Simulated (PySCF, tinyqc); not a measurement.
CISD on RHF in the 3-21g basis, for H3+, spin multiplicity 1, step by step. The lowest restricted solution is unstable here: a spin-polarised one lies 0.0209 hartree lower (PySCF). One step of it, computed by the program tinyqc.

Problem. CISD: roots. Diagonalise (each vector has its largest component positive (the first on a tie)); all determinants have Ms = 0, so triplets appear too. The lowest singlet root is the correlation energy.

Occupation strings over the orbitals (2 doubly, a alpha, b beta, 0 empty; spin orbitals ordered 1a 1b 2a 2b ...): 200000 a0b000 a00b00 a0000b b0a000 b00a00 b0000a 020000 0a00b0 002000 00ab00 00a00b 00ba00 000200 000a0b 0b00a0 000020 00b00a 000b0a 000002

H - E(HF) between determinants (hartree), lower triangle:
```
,200000,a0b000,a00b00,a0000b,b0a000,b00a00,b0000a,020000,0a00b0,002000,00ab00,00a00b,00ba00,000200,000a0b,0b00a0,000020,00b00a,000b0a,000002
200000,0.000000
a0b000,0.000000,0.330166
a00b00,0.000000,-0.035985,1.264140
a0000b,0.000000,0.033472,-0.004055,1.321884
b0a000,0.000000,-0.099992,-0.024823,0.050606,0.330166
b00a00,0.000000,-0.024823,-0.036236,-0.000315,-0.035985,1.264140
b0000a,0.000000,0.050606,-0.000315,-0.079593,0.033472,-0.004055,1.321884
020000,0.119286,-0.111040,-0.059120,0.001424,0.111040,0.059120,-0.001424,0.393428
0a00b0,0.035536,-0.052731,-0.166334,-0.008944,0.040530,0.050547,0.002787,0.015872,1.543188
002000,0.099992,-0.037016,-0.011056,-0.065008,0.037016,0.011056,0.065008,0.121029,0.047403,0.689478
00ab00,0.024823,-0.011056,-0.125637,-0.000788,0.001545,0.039190,0.001470,0.056135,0.169800,-0.042697,1.647111
00a00b,-0.050606,-0.065008,-0.000788,0.094226,-0.007234,0.006801,-0.075531,0.005903,0.006098,0.055727,-0.006666,1.633762
00ba00,-0.024823,0.001545,0.039190,0.001470,-0.011056,-0.125637,-0.000788,-0.056135,-0.060670,0.042697,-0.047824,0.009036,1.647111
000200,0.036236,-0.039190,-0.043109,-0.002268,0.039190,0.043109,0.002268,0.076894,0.108797,0.047824,-0.009857,0.004655,0.009857,2.719609
000a0b,0.000315,-0.001470,-0.002268,0.027321,0.006801,-0.054926,-0.006084,0.000056,0.005755,-0.009036,0.004655,-0.052092,-0.111269,-0.003383,2.477043
0b00a0,-0.035536,0.040530,0.050547,0.002787,-0.052731,-0.166334,-0.008944,-0.015872,-0.077870,-0.047403,-0.060670,0.000697,0.169800,-0.108797,-0.004401,1.543188
000020,0.036338,-0.037935,-0.073234,-0.002041,0.037935,0.073234,0.002041,0.077870,0.045657,0.050035,0.090686,0.006215,-0.090686,0.276627,0.011779,-0.045657,2.726936
00b00a,0.050606,-0.007234,0.006801,-0.075531,-0.065008,-0.000788,0.094226,-0.005903,0.000697,-0.055727,0.009036,-0.081101,-0.006666,-0.004655,-0.003766,0.006098,-0.006215,1.633762
000b0a,-0.000315,0.006801,-0.054926,-0.006084,-0.001470,-0.002268,0.027321,-0.000056,-0.004401,0.009036,-0.111269,-0.003766,0.004655,0.003383,-0.002319,0.005755,-0.011779,-0.052092,2.477043
000002,0.079593,0.075531,0.006084,-0.090888,-0.075531,-0.006084,0.090888,0.005083,-0.002522,0.081101,0.003766,-0.061784,-0.003766,0.002319,-0.009516,0.002522,0.003584,0.061784,0.009516,2.814256
```

Give: lowest roots of this matrix, relative to E(HF); lowest vectors; <S^2> of these roots; weight of the ground state by excitation level 0, 1, 2, ....

Solution.

lowest roots of this matrix, relative to E(HF) (hartree): -0.050  0.215  0.252  0.483  0.753  1.176  1.186  1.250

lowest vectors:
```
,root 1,root 2,root 3,root 4
200000,0.953,0.000,0.241,-0.009
a0b000,-0.068,0.702,0.439,0.502
a00b00,-0.017,0.043,0.044,-0.005
a0000b,-0.010,-0.058,-0.012,0.043
b0a000,0.068,0.702,-0.439,-0.502
b00a00,0.017,0.043,-0.044,0.005
b0000a,0.010,-0.058,0.012,-0.043
020000,-0.265,0.000,0.712,-0.474
0a00b0,-0.020,0.010,0.035,0.015
002000,-0.094,0.000,-0.194,0.511
00ab00,-0.006,0.007,-0.034,0.041
00a00b,0.029,0.039,0.030,-0.006
00ba00,0.006,0.007,0.034,-0.041
000200,-0.004,0.000,-0.010,0.020
000a0b,0.001,0.001,0.002,0.001
0b00a0,0.020,0.010,-0.035,-0.015
000020,-0.005,0.000,-0.004,0.016
00b00a,-0.029,0.039,-0.030,0.006
000b0a,-0.001,0.001,-0.002,-0.001
000002,-0.019,0.000,-0.028,-0.046
```

<S^2> of these roots: 0.000  2.000  0.000  0.000  0.000  2.000  0.000  2.000

weight of the ground state by excitation level 0, 1, 2, ...: 0.908  0.010  0.082
